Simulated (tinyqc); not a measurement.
# Energy and delay of logic against supply voltage, step by step

Program tinyqc, `OMP_NUM_THREADS=1 python tinyqc.py 2082079 2082080 out.jsonl`; Intel Xeon 2.30GHz, shared host, one thread, about 0.01 s. Printed values are rounded.

One expression serves below and above threshold: I(Vg) = Ik [ln(1 + exp((Vg - VT + dd V)/(al nf Vt)))]^al, with I_on = I(V) and I_off = I(0). Gate delay td = kd C V/I_on, clock period LD td. Per gate and cycle the switching energy is act C V^2 and the leakage energy I_off V LD td. No short-circuit current, no variation. Minima are sought above 0.09 V; below a few Vt gates no longer switch and the model has no meaning.

Values chosen for this exercise; values of the order met in logic technologies:
- T = 358 K (temperature)
- VT = 0.25 V (threshold voltage at zero drain bias)
- nf = 1.35 (slope factor)
- dd = 0.02 (barrier lowering per volt of supply)
- Ik = 1.4 uA (specific current of a gate)
- al = 1.89 (exponent of the current law)
- C = 2.3 fF (load capacitance of a gate)
- kd = 0.7 (delay factor)
- LD = 16 (logic depth)
- act = 0.02 (activity factor)
- V = 0.78 V (supply voltage)

Constants: q = 1.602176634e-19 C, kB = 1.380649e-23 J/K, Vt = kB T/q. Results are converted to the units shown.

## Currents, delay and energies

I_on, I_off, td, clock frequency 1/(LD td), both energies and their sum.

I_on = 54.3749 uA
I_off = 4.80154 nA
td = 23.0952 ps
clock frequency = 2.70619 GHz
switching energy = 27.9864 aJ
leakage energy = 1.38394 aJ
energy = 29.3703 aJ

I_on/I_off = 11300; leakage makes up 4.71 % of the energy.

## Starting value

V = 0.39 V.

V at the start = 0.39 V

## Iteration 1: new V

Minimum-energy supply: E(V) is the energy per gate and cycle; with h = 0.001 V, E' = (E(V + h) - E(V - h))/(2 h), E'' = (E(V - h) - 2 E(V) + E(V + h))/h^2, V(new) = V - E'/E''.

E' = 21.3057 aJ/V
E'' = 244.525 aJ/V^2
V after iteration 1 = 0.302869 V

## Iteration 2: new V

As before.

E' = -10.6501 aJ/V
E'' = 539.323 aJ/V^2
V after iteration 2 = 0.322616 V

## Iteration 3: new V

As before.

E' = -0.970446 aJ/V
E'' = 444.255 aJ/V^2
V after iteration 3 = 0.324800 V

## Course of the iteration

Stop when the step is below 1e-9 V, or after 40 iterations.

Course of the iteration:
```
iteration  V before the step (V)   step (V)
1                           0.39    -0.0871
2                       0.302869     0.0197
3                       0.322616    2.18e-3
4                       0.324800    2.35e-5
5                       0.324824    2.48e-9
6                       0.324824  -1.23e-14
```

Converged in 6 iterations. There leakage makes up 47.2 % of the energy and the clock runs at 290 MHz.
